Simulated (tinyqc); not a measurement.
Changing the diameter d: single-domain magnet: Stoner-Wohlfarth switching, Neel-Arrhenius retention, LLG dynamics and spin torque. Computed by tinyqc, a small Python program. Command: `OMP_NUM_THREADS=1 python tinyqc.py 3011083 3011084 out.jsonl macro sweep`. One thread of a shared host (Intel(R) Xeon(R) Processor @ 2.30GHz), about 0.01 s of CPU time with the checks.

The moment is uniform, with unit vector m; z is the easy axis. mu_0 = 1.25663706212e-6 T m/A, gamma = 1.76085963023e11 rad/(s T).

Inputs (values chosen for the exercise, for a model magnet):
```
quantity                      value    unit
saturation magnetisation M_s    935    kA/m
thickness t                    0.97      nm
interface anisotropy K_i      0.772  mJ/m^2
bulk anisotropy K_u               0  kJ/m^3
exchange stiffness A             24    pJ/m
temperature T                   450       K
attempt frequency f0              1     GHz
waiting time t_w              0.001       s
damping alpha                 0.018       -
spin-torque efficiency eta     0.32       -
drive I/I_c0                    3.6       -
```

Shape: thin disc, easy axis normal to it.

Constants: k_B = 1.380649e-23 J/K; e = 1.602176634e-19 C; hbar = 1.054571817e-34 J s.

Method:
- The disc is treated as an oblate spheroid with p = t/d: N_z = [1 - p arccos(p)/sqrt(1 - p^2)]/(1 - p^2); V = pi d^2 t/4; K_eff = K_u + K_i/t + K_shape, K_shape = -(mu_0 M_s^2/4)(3 N_z - 1); mu_0 H_K = 2 K_eff/M_s.
- Delta = K_eff V/(k_B T); tau = exp(Delta)/f0; probability of a flip within t_w: P = 1 - exp(-t_w/tau). Wall width parameter sqrt(A/K_eff); a two-domain state costs 4 sqrt(A K_eff) times the cross-section that the wall cuts (d t).
- For axial symmetry and a polariser along z: I_c0 = (4 e alpha/(hbar eta)) K_eff V; relaxation time tau_D = (1 + alpha^2)/(alpha gamma mu_0 H_K); thermal start angle theta_0 = 1/sqrt(2 Delta); switching time about tau_D ln(pi/(2 theta_0))/(I/I_c0 - 1); precession frequency gamma mu_0 H_K/(2 pi (1 + alpha^2)).

One run for each value; columns: (1) diameter d (nm); (2) stability factor Delta; (3) barrier of the wall path / k_B T; (4) K_eff (kJ/m^3); (5) critical current I_c0 (microampere); (6) log10 of tau in s:
```
(1)     (2)     (3)     (4)     (5)          (6)
23    19.35   38.44  298.38   41.11  -5.9439e-01
28    27.83   46.09  289.52   59.11   3.0878e+00
35    42.24   56.79  281.23   89.72   9.3461e+00
42    59.62   67.46  275.62  126.62   1.6892e+01
52    89.58   82.69  270.17  190.25   2.9903e+01
63   129.52   99.43  266.13  275.07   4.7250e+01
78   195.78  122.25  262.43  415.79   7.6026e+01
95   287.32  148.10  259.63  610.21   1.1578e+02
120  453.69  186.10  256.94  963.54   1.8804e+02
```

Describe and explain the trends.

Over the rows, stability factor Delta rises from 19.4 to 454 (exponent d ln y / d ln x 1.8 between the first rows and 2.0 between the last); barrier of the wall path / k_B T rises from 38.4 to 186 (exponent d ln y / d ln x 0.92 between the first rows and 0.98 between the last); K_eff (kJ/m^3) falls from 298 to 257 (exponent d ln y / d ln x -0.15 between the first rows and -0.045 between the last). At the high end the exponent of stability factor Delta is 1.96, close to 2: the area of the disc. The wall path becomes the cheaper one between d = 42.0 and 52.0 nm; beyond that the true barrier follows the lower of the two. K_eff falls with d because N_z nears 1 as the disc gets flatter.

Caution (all rows): a flat cylinder has a smaller N_z than the spheroid of the same t/d, so K_eff of a real disc is larger. Caution (rows 52.0, 63.0, 78.0, 95.0, 120): a domain wall can cross the element at lower cost, so the single-domain barrier is an upper bound.

Extremes, crossings and ranges named in words are read from the listed rows.
